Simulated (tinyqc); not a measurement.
# Inputs raised by 10 %, one at a time

Model: ballistic transport through the one-dimensional subbands of a rectangular nanowire or nanosheet channel. Computed by tinyqc, a small Python program. Command: `OMP_NUM_THREADS=1 python tinyqc.py 3016807 3016808 out.jsonl wire sens`. One thread of a shared host (Intel(R) Xeon(R) Processor @ 2.30GHz), about 0.1 s of CPU time with the checks.

Hard walls, parabolic subbands, transport along x. Energies are counted from the bulk conduction band edge at the top of the barrier, which the gate pulls down by U; the source Fermi level lies at the bulk edge when U = 0.

Inputs (values chosen for the exercise, modelled on silicon):

| quantity | value | unit |
|---|---|---|
| light mass m_t | 0.18 | m_0 |
| heavy mass m_l | 0.911 | m_0 |
| height a | 3.3 | nm |
| width b | 3.8 | nm |
| equivalent oxide thickness t | 1.6 | nm |
| gate voltage above flat band V_G | 0.71 | V |
| drain voltage V_D | 0.05 | V |
| temperature T | 300 | K |
| mean free path for back-scattering lambda | 45 | nm |
| channel length L | 110 | nm |

Valleys: silicon [100] wire.

Constants: hbar^2/(2 m_0) = 3.80998212 eV angstrom^2; k_B = 8.617333262e-05 eV/K; m_0 = 9.1093837015e-31 kg; k_B = 1.380649e-23 J/K; hbar = 1.054571817e-34 J s; eps_0 = 8.8541878128e-12 F/m; e = 1.602176634e-19 C; h = 6.62607015e-34 J s.

Method:
- E_pq = (hbar^2 pi^2/2)(p^2/(m_y b^2) + q^2/(m_z a^2)); valley pairs: (m_x, m_y, m_z) = (m_t, m_t, m_l), (m_t, m_l, m_t), (m_l, m_t, m_t), each with degeneracy g = 2; the 10 lowest subbands are kept.
- F_j(eta) = (1/Gamma(j + 1)) int_0^infinity x^j/(1 + exp(x - eta)) dx, F_0 = ln(1 + exp(eta)). Integrals over x = E/(k_B T) use 160 Gauss-Legendre points in u = sqrt(x) from 0 to sqrt(max(eta, 0) + 32).
- With degeneracy g = 2, eta_i = (U - E_i)/(k_B T) and u = e V_D/(k_B T): line density n = sum_i g sqrt(2 m_x k_B T/pi)/(2 hbar) [F_-1/2(eta_i) + F_-1/2(eta_i - u)]; gate: e n = C_ox (V_G - U/e), C_ox = 3.9 eps_0 2 (a + b)/t (flat-plate estimate); I = (2 e k_B T/h) sum_i g [F_0(eta_i) - F_0(eta_i - u)].
- Linear conductance G = (2 e^2/h) sum_i g f(eta_i), g = 2, f = 1/(1 + exp(-eta_i)), with the barrier frozen at the eta_i above; current per perimeter I/(2(a + b)); with scattering, transmission lambda/(lambda + L) and low-bias resistance (1 + L/lambda)/G.

Runs:

| input moved | from | to | mean velocity I/(e n) (1e7 cm/s) | ballistic conductance (microsiemens) | current per perimeter (microampere/micrometre) | low-bias resistance with scattering (kiloohm) |
|---|---|---|---|---|---|---|
| base run | - | - | 0.82893 | 306.96 | 821.89 | 11.221 |
| height a (nm) | 3.3 | 3.63 | 0.84063 | 340.82 | 864.51 | 10.106 |
| width b (nm) | 3.8 | 4.18 | 0.79038 | 320.49 | 805.30 | 10.748 |
| equivalent oxide thickness t (nm) | 1.6 | 1.76 | 0.84494 | 292.16 | 769.93 | 11.790 |
| drain voltage V_D (V) | 0.05 | 0.055 | 0.90648 | 312.15 | 895.39 | 11.035 |
| temperature T (K) | 300 | 330 | 0.81231 | 303.62 | 808.84 | 11.345 |
| mean free path for back-scattering lambda (nm) | 45 | 49.5 | 0.82893 | 306.96 | 821.89 | 10.497 |
| channel length L (nm) | 110 | 121 | 0.82893 | 306.96 | 821.89 | 12.017 |

Exponents ln(y'/y) / ln(x'/x):

| input | mean velocity I/(e n) | ballistic conductance | current per perimeter | low-bias resistance with scattering |
|---|---|---|---|---|
| height a | 0.147 | 1.098 | 0.530 | -1.098 |
| width b | -0.500 | 0.452 | -0.214 | -0.452 |
| equivalent oxide thickness t | 0.201 | -0.519 | -0.685 | 0.519 |
| drain voltage V_D | 0.938 | 0.176 | 0.899 | -0.176 |
| temperature T | -0.213 | -0.115 | -0.168 | 0.115 |
| mean free path for back-scattering lambda | 0.000 | 0.000 | 0.000 | -0.700 |
| channel length L | 0.000 | 0.000 | 0.000 | 0.719 |

To which inputs is each result most sensitive?

Among the inputs moved here: mean velocity I/(e n) answers most in size to drain voltage V_D (exponent +0.938), next to width b (-0.500); its exponent is below 0.0005 for mean free path for back-scattering lambda, channel length L. ballistic conductance answers most in size to height a (exponent +1.098), next to equivalent oxide thickness t (-0.519); its exponent is below 0.0005 for mean free path for back-scattering lambda, channel length L. current per perimeter answers most in size to drain voltage V_D (exponent +0.899), next to equivalent oxide thickness t (-0.685); its exponent is below 0.0005 for mean free path for back-scattering lambda, channel length L. low-bias resistance with scattering answers most in size to height a (exponent -1.098), next to channel length L (+0.719).
